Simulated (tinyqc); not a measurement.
## Reverse leakage of an n+-p junction: diffusion, generation, trap-assisted and band-to-band tunnelling: leakage components against the SRH lifetime of both carriers at zero field

One-sided abrupt junction in the depletion approximation, x from the junction (0) to W on the p side, field F = F0 (1 - x/W). Flat quasi-Fermi levels, long p side. Traps generate through SRH with both lifetimes shortened by 1 + Gamma (Hurkx enhancement, form for moderate fields); band-to-band generation is local and needs a total bending above Eg.

ni = sqrt(Nc Nv) exp(-Eg/(2 Vt)), Eg in volts; Vbi = Vt ln(Na Nd/ni^2); W = sqrt(2 eps0 eps_r (Vbi + VR)/(q Na)); F0 = 2 (Vbi + VR)/W; FG = sqrt(24 mt m0 (kB T)^3)/(q hbar); J_diff = q ni^2 sqrt(Dn/tau)(1 - exp(-VR/Vt))/Na. u = (Vbi + VR)(1 - x/W)^2, p = Na exp(-u/Vt), n = Nd exp((u - Vbi - VR)/Vt); G0 = ni^2 (1 - exp(-VR/Vt))/(tau (n + p + 2 ni cosh(Et/Vt))); Gamma = 2 sqrt(3 pi)(F/FG) exp((F/FG)^2); trap-assisted part G0 Gamma; G_bb = Ab F^2.5 exp(-Bb/F) with F in V/cm, zero unless Vbi + VR > Eg. Currents are q times the integrals over 0 to W; J_bb under 1e-8 of J is printed as 0; rows with F0/FG above 2.2, beyond the range of this Gamma, are left out.

Parameters, values chosen for the exercise; band and dielectric values close to those of silicon:
- T = 250 K (temperature)
- Eg = 1.13 eV (band gap)
- eps_r = 11.7 (relative permittivity)
- Nc = 2.16e19 cm^-3 (conduction-band density of states at T)
- Nv = 1.99e19 cm^-3 (valence-band density of states at T)
- Na = 5.9e17 cm^-3 (acceptor density of the lighter side)
- Nd = 1e20 cm^-3 (donor density of the heavier side)
- Et = -0.05 eV (trap level above the intrinsic level)
- mt = 0.25 m0 (tunnelling mass)
- Dn = 9.6 cm^2/s (electron diffusion coefficient on the lighter side)
- Ab = 3.9e14 cm^-0.5 V^-2.5 s^-1 (band-to-band prefactor)
- Bb = 1.83e7 V/cm (band-to-band field constant)
- VR = 0.7 V (reverse bias)

Constants: q = 1.602176634e-19 C, kB = 1.380649e-23 J/K, hbar = 1.054571817e-34 J s, m0 = 9.1093837015e-31 kg, Vt = kB T/q, eps0 = 8.8541878128e-14 F/cm where lengths are in cm. Results are converted to the units shown.

The same in every row: F0 (kV/cm) = 571; F0/FG = 2.04; J_bb (A/cm^2) = 3.21e-11.

Results:
```
tau (s)  J_diff (A/cm^2)  J_SRH (A/cm^2)  J_TAT (A/cm^2)  J (A/cm^2)              largest part
1e-10           6.00e-16         2.78e-8         1.86e-6     1.89e-6  trap-assisted tunnelling
1e-9            1.90e-16         2.78e-9         1.86e-7     1.89e-7  trap-assisted tunnelling
1e-8            6.00e-17        2.78e-10         1.86e-8     1.89e-8  trap-assisted tunnelling
1e-6            6.00e-18        2.78e-12        1.86e-10    2.21e-10  trap-assisted tunnelling
1e-5            1.90e-18        2.78e-13        1.86e-11    5.10e-11   band-to-band tunnelling
0.0001          6.00e-19        2.78e-14        1.86e-12    3.40e-11   band-to-band tunnelling
```

Estimate the missing row, tau = 1e-7 s.

Computed row:
```
tau (s)  J_diff (A/cm^2)  J_SRH (A/cm^2)  J_TAT (A/cm^2)  J (A/cm^2)              largest part
1e-7            1.90e-17        2.78e-11         1.86e-9     1.92e-9  trap-assisted tunnelling
```

With this row back in the table: J falls from 1.89e-6 to 3.40e-11 A/cm^2. Trap-assisted tunnelling leads at tau = 1e-10, band-to-band tunnelling from 1e-5 on. J_SRH and J_TAT go as 1/tau and J_diff as tau^(-1/2); J_bb does not depend on it.

Range of the model: The n+ side is degenerate, so Vbi from Boltzmann statistics is only a guide.

Numbers from tinyqc (`OMP_NUM_THREADS=1 python tinyqc.py 2290010 2290011 out.jsonl`; about 0.01 s on one thread of a shared Intel Xeon 2.30GHz).
